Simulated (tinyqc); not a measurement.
# Floating body of a partially depleted SOI transistor: body voltage and kink, step by step

Computed by the program tinyqc: `OMP_NUM_THREADS=1 python tinyqc.py 2182148 2182149 out.jsonl`, one thread of a shared Intel Xeon 2.30GHz, about 0.2 s for the whole run. Printed values are rounded.

Source at 0 V. Channel current Ic = 2 nf K Vt^2 [F(0) - F(Vd)](1 + la Vd), F(V) = ln^2(1 + exp((Vg - VT - nf V)/(2 nf Vt))), VT = VT0 - gb Vb. Saturation voltage Vs = 2 Vt sqrt(F(0)) + 3 Vt, excess Ve = (Vd - Vs + sqrt((Vd - Vs)^2 + 0.0004 V^2))/2, multiplication M1 = Ai Ve exp(-Bl/Ve). Each junction passes D(v) = J1 (exp(v/Vt) - 1) + J2 (exp(v/(2 Vt)) - 1). Bipolar current Ib = bb J1 (exp(Vb/Vt) - 1). The body settles where M1 (Ic + Ib) = D(Vb) + D(Vb - Vd) + Vb/Rb; drain current Id = (1 + M1)(Ic + Ib) - D(Vb - Vd).

Values chosen for this exercise; values of the order met in partially depleted silicon-on-insulator transistors: temperature T = 300 K; threshold at zero body voltage VT0 = 0.51 V; fall of the threshold per volt of body voltage gb = 0.11; slope factor nf = 1.16; gain factor per width K = 450 uA/(V^2 um); channel-length modulation factor la = 0.04 1/V; impact-ionisation prefactor Ai = 3.27 1/V; impact-ionisation voltage Bl = 8.9 V; diffusion saturation current of each junction J1 = 4e-13 uA/um; recombination saturation current of each junction J2 = 1.1e-9 uA/um; gain of the lateral bipolar transistor on the diffusion current bb = 1; resistance of a weak body tie to the source (1e9 stands for no tie, and the term is then dropped) Rb = 1e9 kohm um; gate voltage Vg = 0.8 V; drain voltage Vd = 1.7 V.

Constants: q = 1.602176634e-19 C, kB = 1.380649e-23 J/K, Vt = kB T/q. Results are converted to the units shown.

Range of the model: The multiplication law is an empirical form chosen for the exercise; self-heating and capacitive coupling to the body are left out, and the linear laws are rough once Vb passes about 0.7 V or M1 about 0.1.

## Starting value

Vb = 0.79 V.

Vb at the start = 0.79 V

## Iteration 1: new Vb

Current into the body I_in = M1 (Ic + Ib) - D(Vb - Vd), current out I_out = D(Vb) + Vb/Rb; f = ln(I_in/I_out), s = df/dVb by central differences over 1e-5 V, Vb(new) = Vb - f/s.

Ic = 29.4446 uA/um
Ve = 1.29751 V
M1 = 0.00445357
I_in = 0.164414 uA/um
I_out = 7.47743 uA/um
f = -3.81726
s = -30.9483 1/V
Vb after iteration 1 = 0.666657 V

## Iteration 2: new Vb

As before.

Ic = 27.3677 uA/um
Ve = 1.30918 V
M1 = 0.00477699
I_in = 0.131038 uA/um
I_out = 0.0637379 uA/um
f = 0.720706
s = -38.4207 1/V
Vb after iteration 2 = 0.685415 V

## Course of the iteration

Stop when the step is below 1e-10 V, or after 40 iterations.

Course of the iteration:

| iteration | Vb before the step (V) | step (V) |
|---|---|---|
| 1 | 0.79 | -0.123 |
| 2 | 0.666657 | 0.0188 |
| 3 | 0.685415 | 8.08e-6 |
| 4 | 0.685423 | 4.04e-12 |

Converged in 4 iterations.

## Drain current with floating and with grounded body

converged Vb = 0.685423 V

Id and VT at the converged Vb, Id at Vb = 0, their ratio, and the bipolar share Ib/(Ic + Ib).

VT = 0.434603 V
Id, floating = 27.9410 uA/um
Id, grounded = 17.5983 uA/um
ratio = 1.58771
bipolar share = 0.470405 %

The body rises to 0.685 V and lowers the threshold by 75.4 mV.
